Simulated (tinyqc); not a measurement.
# Series resistance and mobility from two gate lengths

Question. At small Vds the total resistance times width is 2 Rs + L/(mu Q), with the same mu and Q at both lengths. Find mu and Rs.

total resistance at L = 30 and 120 nm (ohm um): [497.14286, 1568.5714]
Q = 0.56 uC/cm^2

Solution. The slope against L is 1/(mu Q), and the intercept at L = 0 is 2 Rs.

mu = 150.0 cm^2/(V s)
Rs = 70.00 ohm um

Computed by the program tinyqc: `OMP_NUM_THREADS=1 python tinyqc.py 2380053 2380054 out.jsonl`, one thread of a shared Intel Xeon 2.30GHz, about 0.01 s for the whole run.
